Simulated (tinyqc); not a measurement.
Free-carrier optics of a doped semiconductor (Drude model): one step. Dielectric function at one energy. Two cases, with inputs chosen for the exercise.

Problem. Insert the numbers.

eps(E) = ei [1 - Ep^2/(E^2 + i E Gam)], with Ep^2 = 8 pi c (e^2/(4 pi eps0)) N/(m ei), c = hbar^2/2m0, N in 1/angstrom^3 (1e-24 per 1/cm^3); Gam = hbar/tau, tau = mu m m0/e with m0/e = 5.685630e-12 kg/C and mu in m^2/(V s). Energies in meV.

Case 1.

Values chosen (out of a larger set: mass and dielectric values near those of Si; N and mu are free inputs; interband absorption and the rise of the mass with filling are left out; not measured data): E = 176 meV (photon energy); ei = 11.83 (high-frequency dielectric constant).

Ep = 91.2433 meV
Gam = 31.8043 meV

Case 2.

Values chosen (out of a larger set: mass and dielectric values near those of Si; N and mu are free inputs; interband absorption and the rise of the mass with filling are left out; not measured data): E = 58 meV (photon energy); ei = 11.88 (high-frequency dielectric constant).

Ep = 86.7083 meV
Gam = 49.3363 meV

Give: free-carrier term; eps.

Solution.

Case 1.

free-carrier term = -3.0790+0.5564i
eps = 8.7510+0.5564i

Case 2.

free-carrier term = -15.4047+13.1037i
eps = -3.5247+13.1037i

Computed by tinyqc, one run a case: `OMP_NUM_THREADS=1 python tinyqc.py N N+1 out.jsonl` with N = 1650125, 1651273; one thread of a shared Intel(R) Xeon(R) Processor @ 2.30GHz, about 0.01 s a run at most.
